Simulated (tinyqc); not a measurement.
Mobility of a non-polar semiconductor in the relaxation-time approximation: one step, computed by the program tinyqc.

Each valley is treated as a sphere of mass m_d for states and rates, with one isotropic relaxation time; the conductivity mass m_c sets the current.

Question. Rates at a few energies. Parabolic band: E = hbar^2 k^2/(2 m), speed v = hbar k/m, states per spin, volume and energy g(E) = m k/(2 pi^2 hbar^2). Here m = m_d. Masses are multiplied by m_0 and all formulas are in SI units. Phonon occupation N_q = 1/(exp(hbar w/(k_B T)) - 1). Acoustic deformation potential (elastic, equipartition, absorption and emission together): 1/tau = 2 pi k_B T D_A^2 g(E)/(hbar rho v_l^2). Optical or intervalley deformation potential: 1/tau = (pi Z_f D_o^2/(rho w)) [N_q g(E + hbar w) + (N_q + 1) g(E - hbar w)], with g = 0 below the band edge. Each optical term is multiplied by (1 - f(E'))/(1 - f(E)), E' the final energy, for Pauli blocking. Singly charged impurities, momentum relaxation: 1/tau = N_I e^4 m (1 + 2 alpha E) Phi/(8 pi (eps_s eps_0)^2 hbar^3 k^3), with alpha = 0 for a parabolic band. Brooks-Herring: Phi = ln(1 + b) - b/(1 + b), b = 4 k^2 L_s^2. Alloy disorder: 1/tau = (2 pi/hbar) Omega x (1 - x) U^2 g(E), Omega = a^3/4 (other conventions for Omega rescale U).

Inputs (values chosen for the exercise, for a model non-polar semiconductor):
```
quantity                                          value       unit
static permittivity eps_s                          11.5          -
density rho                                        5500     kg/m^3
sound velocity v_l                                10700        m/s
acoustic deformation potential D_A                   11         eV
phonon energy hbar w                               47.7        meV
optical or intervalley deformation potential D_o    3.1  1e8 eV/cm
final valleys Z_f                                     3          -
temperature T                                        77          K
alloy fraction x                                   0.13          -
alloy potential U                                  0.97         eV
lattice constant a                                 5.51   angstrom
```

Band: parabolic. Impurity formula: Brooks-Herring. Further scattering: alloy.

reduced Fermi level eta = -3.782757

density-of-states mass m_d = 0.3761947 m_0

ionised impurity density N_I = 6.80e+16 1/cm^3

screening length L_s = 7.906257 nm

Constants: k_B = 8.617333262e-05 eV/K; k_B = 1.380649e-23 J/K; e = 1.602176634e-19 C; hbar = 1.054571817e-34 J s; m_0 = 9.1093837015e-31 kg; hbar = 6.582119569e-16 eV s; eps_0 = 8.8541878128e-12 F/m.

Give: Rates (1e12/s) at E = (max(eta, 0) + 0.5, 1, 2, 4) k_B T.

Answer.

Rates (1e12/s) at E = (max(eta, 0) + 0.5, 1, 2, 4) k_B T:
```
E (meV)  acoustic     optical  ionised impurity   alloy
3.318     0.08827  4.9506e-04            11.245  1.9231
6.635     0.12484  5.0817e-04             5.731  2.7197
13.271    0.17655  5.3548e-04             2.700  3.8462
26.541    0.24968  5.8932e-04             1.203  5.4394
```
